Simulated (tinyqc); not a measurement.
## Potential step from the flux

Question. On one interval J = (q mu Vt/hx) [nb B(d) - na B(-d)], B(d) = d/(exp(d) - 1), d = (psi_b - psi_a)/Vt. Find psi_b - psi_a, and the step at which J would vanish.

Inputs (values chosen for the exercise): temperature T = 300 K; electron mobility mu = 8040 cm^2/(V s); density at the left node na = 2.8e14 cm^-3; density at the right node nb = 1.6e14 cm^-3; node spacing hx = 180 nm.

Constants: q = 1.602176634e-19 C, kB = 1.380649e-23 J/K, Vt = kB T/q. Results are converted to the units shown.

J = -1426.7485 A/cm^2

Solution. B(d) falls and B(-d) rises with d, so J falls steadily with the step and one value matches. J = 0 needs nb/na = exp(d), the Boltzmann ratio.

psi_b - psi_a = 0.06900 V
step for J = 0 = -0.01447 V

Numbers from tinyqc (`OMP_NUM_THREADS=1 python tinyqc.py 2220002 2220003 out.jsonl`; about 0.01 s on one thread of a shared Intel Xeon 2.30GHz).
